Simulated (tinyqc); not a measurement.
# Illuminated p-n diode, drift-diffusion by the Gummel loop with Scharfetter-Gummel fluxes: current against voltage in the dark

Abrupt junction at x = 0, p side from -Lp, n side to Ln, ohmic contacts. psi is counted from the intrinsic level; n = ni exp((psi - phin)/Vt), p = ni exp((phip - psi)/Vt). Contacts: p side psi = V - Vt ln(Na/ni), p = Na, n = ni^2/Na; n side psi = Vt ln(Nd/ni), n = Nd, p = ni^2/Nd. Constant mobilities, D = mu Vt, Boltzmann statistics, SRH recombination through a mid-gap level, U = (n p - ni^2)/(tp (n + ni) + tn (p + ni)). Current is positive from the p contact to the n contact.

ni = sqrt(Nc Nv) exp(-Eg/(2 Vt)), Eg in volts. Poisson and both continuity equations are solved self-consistently with Scharfetter-Gummel fluxes on a graded mesh of 500 nodes. J_scr is q times the integral of U between -xp and xn. Ideal diffusion current J_id = q ni^2 [Dn coth(wp/Le)/(Le Na) + Dp coth(wn/Lh)/(Lh Nd)] (exp(V/Vt) - 1), Le = sqrt(Dn tn), Lh = sqrt(Dp tp), wp = Lp - xp, wn = Ln - xn, with xp and xn from the depletion approximation (W = sqrt(2 eps0 eps_r (Vbi - V)(1/Na + 1/Nd)/q), xp = W Nd/(Na + Nd), xn = W Na/(Na + Nd), Vbi = Vt ln(Na Nd/ni^2)). Ideality factor = 0.004 V/(Vt ln[J(V + 0.004 V)/J(V)]). Here G = 0.

Parameters, values chosen for the exercise; band and dielectric values those of a made-up semiconductor: temperature T = 275 K; band gap Eg = 1.73 eV; relative permittivity eps_r = 13.3; conduction-band density of states at T Nc = 4.76e17 cm^-3; valence-band density of states at T Nv = 9.92e18 cm^-3; acceptor density of the p side Na = 1.2e17 cm^-3; donor density of the n side Nd = 1.2e17 cm^-3; electron mobility mun = 4100 cm^2/(V s); hole mobility mup = 200 cm^2/(V s); SRH lifetime of electrons tn = 4e-10 s; SRH lifetime of holes tp = 1e-10 s; length of the p side Lp = 1.4 um; length of the n side Ln = 5.7 um; uniform generation rate G = 0 cm^-3 s^-1.

Constants: q = 1.602176634e-19 C, kB = 1.380649e-23 J/K, Vt = kB T/q, eps0 = 8.8541878128e-14 F/cm where lengths are in cm. Results are converted to the units shown.

Current against voltage in the dark:
columns A: V (V); B: J (A/cm^2); C: ideality factor; D: J_scr/J (%); E: J_id (A/cm^2); F: share recombining at the contacts (%); G: larger minority/doping at -xp and xn
```
A            B     C     D         E        F         G
0.32  5.65e-11  1.96   100  9.69e-20  1.11e-7  7.99e-24
0.46   1.16e-9  1.95   100  3.56e-17  1.98e-6  2.93e-21
0.61   2.97e-8  1.95   100  1.99e-14  4.31e-5  1.63e-18
0.76   7.73e-7  1.94   100  1.11e-11  9.24e-4  9.09e-16
0.9    1.65e-5  1.92   100   4.09e-9   0.0158  3.32e-13
1.05   4.58e-4  1.88  99.5   2.28e-6    0.318  1.84e-10
1.19    0.0116  1.73  92.8   8.38e-4     4.60   6.66e-8
1.34     0.840  1.22  44.4     0.468     35.2   3.62e-5
1.48       163  1.15  7.07       171     59.6    0.0108
```

J rises from 5.65e-11 to 163 A/cm^2; the ideality factor falls from 1.96 to 1.15. Recombination in the depleted layer carries over half of the current up to V = 1.19 V, where the factor is 1.73; it grows roughly as exp(V/2 Vt), so diffusion overtakes it. Where the factor is lowest (V = 1.48 V), J is 4.7 % below the ideal diffusion current.

Program tinyqc, `OMP_NUM_THREADS=1 python tinyqc.py 2240037 2240038 out.jsonl`; Intel Xeon 2.30GHz, shared host, one thread, about 0.8 s.
